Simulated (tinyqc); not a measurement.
# Well width from the intersubband spacing

Question. In an empty well of width L and depth Vb, level k solves kw L/2 = (k - 1) pi/2 + arctan(sqrt((mw/mb)(Vb - E)/E)) with kw = sqrt(mw E/C), C = hbar^2/(2 m0). Find L, E1 and E2 from the spacing.

Parameters, values chosen for the exercise; material values close to those of GaN in AlGaN:

| symbol | value | unit | meaning |
|---|---|---|---|
| mw | 0.199 | m0 | mass along z in the well |
| mb | 0.245 | m0 | mass along z in the barriers |
| Vb | 0.41 | eV | barrier height |

Constants: q = 1.602176634e-19 C, hbar = 1.054571817e-34 J s, m0 = 9.1093837015e-31 kg, hbar^2/(2 m0) = 0.0380998212 eV nm^2. Results are converted to the units shown.

E2 - E1 = 18.039599 meV

Answer. Both levels are solved for trial widths until their difference matches. A second level is bound only for L above 2.15 nm, and over that range one width gives this spacing.

L = 16.2 nm
E1 = 6.02 meV
E2 = 24.1 meV

Program tinyqc, `OMP_NUM_THREADS=1 python tinyqc.py 2140034 2140035 out.jsonl`; Intel Xeon 2.30GHz, shared host, one thread, about 0.2 s.
